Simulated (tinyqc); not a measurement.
Thin-body transistor below threshold, two-dimensional Poisson equation on a small mesh: one step of the calculation.

A thin body on a thick buried insulator of low permittivity, taken as carrying no normal field at the bottom of the body (row 0). Mobile charge is neglected (subthreshold), the body is fully depleted, and potentials are counted from the intrinsic level; rows run upward to the gate, columns from source to drain.

Question. Gauss-Seidel sweep. Free nodes: rows 0..4, columns 1..5, taken row by row from row 0, left to right. t = (up psi(above) + dn psi(below) + lat [psi(left) + psi(right)] + s)/(up + dn + 2 lat), with the newest neighbours; psi(new) = t.

psi at the start (fixed values on the edges, free nodes at zero) (V):

|  | j=0 | j=1 | j=2 | j=3 | j=4 | j=5 | j=6 |
|---|---|---|---|---|---|---|---|
| row 0 | 0.4900000 | 0.0000000 | 0.0000000 | 0.0000000 | 0.0000000 | 0.0000000 | 1.1900000 |
| row 1 | 0.4900000 | 0.0000000 | 0.0000000 | 0.0000000 | 0.0000000 | 0.0000000 | 1.1900000 |
| row 2 | 0.4900000 | 0.0000000 | 0.0000000 | 0.0000000 | 0.0000000 | 0.0000000 | 1.1900000 |
| row 3 | 0.4900000 | 0.0000000 | 0.0000000 | 0.0000000 | 0.0000000 | 0.0000000 | 1.1900000 |
| row 4 | 0.2650000 | 0.0000000 | 0.0000000 | 0.0000000 | 0.0000000 | 0.0000000 | 0.6150000 |
| row 5 | 0.0400000 | 0.0400000 | 0.0400000 | 0.0400000 | 0.0400000 | 0.0400000 | 0.0400000 |

| row | up | dn | lat | s (V) |
|---|---|---|---|---|
| 0 | 36.875000 | 0 | 1.888 | -0.025634765 |
| 1 | 36.875000 | 36.875000 | 3.776 | -0.051269530 |
| 2 | 36.875000 | 36.875000 | 3.776 | -0.051269530 |
| 3 | 56.306306 | 36.875000 | 7.438 | -0.025634765 |
| 4 | 56.306306 | 56.306306 | 11.1 | 0 |

Give: psi after iteration 1.

Answer.

psi after iteration 1 (V):

|  | j=0 | j=1 | j=2 | j=3 | j=4 | j=5 | j=6 |
|---|---|---|---|---|---|---|---|
| row 0 | 0.4900 | 0.0221 | 0.0004 | -0.0006 | -0.0007 | 0.0546 | 1.1900 |
| row 1 | 0.4900 | 0.0322 | 0.0010 | -0.0009 | -0.0010 | 0.0794 | 1.1900 |
| row 2 | 0.4900 | 0.0367 | 0.0015 | -0.0009 | -0.0011 | 0.0906 | 1.1900 |
| row 3 | 0.4900 | 0.0460 | 0.0035 | -0.0003 | -0.0006 | 0.1125 | 1.1900 |
| row 4 | 0.2650 | 0.0577 | 0.0229 | 0.0185 | 0.0180 | 0.1158 | 0.6150 |
| row 5 | 0.0400 | 0.0400 | 0.0400 | 0.0400 | 0.0400 | 0.0400 | 0.0400 |

Program tinyqc, `OMP_NUM_THREADS=1 python tinyqc.py 2480136 2480137 out.jsonl`; Intel Xeon 2.30GHz, shared host, one thread, about 0.2 s.
